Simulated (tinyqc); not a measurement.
Threshold for a surface state: Tamm state at the end of a one-band chain.

A half-infinite chain with site energy 0 and hopping -t, band E = -2t cos(ka); the end site has energy D. The surface Green function of the unperturbed half chain is g = (E -/+ sqrt(E^2 - 4t^2))/(2t^2), the root with |t g| <= 1 and Im g <= 0, and with the shift G = g/(1 - D g).

Values chosen for the exercise: t = 2.33 eV (hopping); a = 3.4 angstrom (spacing).

For |D| > t: E = D + t^2/D, weight on the end site 1 - t^2/D^2, decay length of the amplitude a/ln|D/t|; a dash: no bound state. The last column is the surface density -Im G/pi at E = 0.

Against D:

| D/t | D (eV) | E (eV) | end weight | decay length (angstrom) | density at E = 0 (1/eV) |
|---|---|---|---|---|---|
| -3.00 | -6.990 | -7.7667 | 0.8889 | 3.09 | 0.0137 |
| -2.00 | -4.660 | -5.8250 | 0.7500 | 4.91 | 0.0273 |
| -1.40 | -3.262 | -4.9263 | 0.4898 | 10.10 | 0.0462 |
| -1.10 | -2.563 | -4.6812 | 0.1736 | 35.67 | 0.0618 |
| -0.80 | -1.864 | - | - | - | 0.0833 |
| 0.50 | 1.165 | - | - | - | 0.1093 |
| 0.95 | 2.213 | - | - | - | 0.0718 |
| 1.05 | 2.446 | 4.6655 | 0.0930 | 69.69 | 0.0650 |
| 1.30 | 3.029 | 4.8213 | 0.4083 | 12.96 | 0.0508 |
| 2.50 | 5.825 | 6.7570 | 0.8400 | 3.71 | 0.0188 |

What does the comparison show?

A state splits off only for |D| > t = 2.33 eV, although in the middle of an endless chain any shift binds one. Just past the threshold, at D/t = 1.05, it lies 5.5 meV outside the band and spreads over 69.7 angstrom; at D/t = -3 it holds 89 % of the end site, and the density left at the band centre has fallen to 0.10 of the clean value.

Program tinyqc; command `OMP_NUM_THREADS=1 python tinyqc.py 1452205 1452206 out.jsonl`; about 0.01 s on one thread of a shared Intel(R) Xeon(R) Processor @ 2.30GHz.
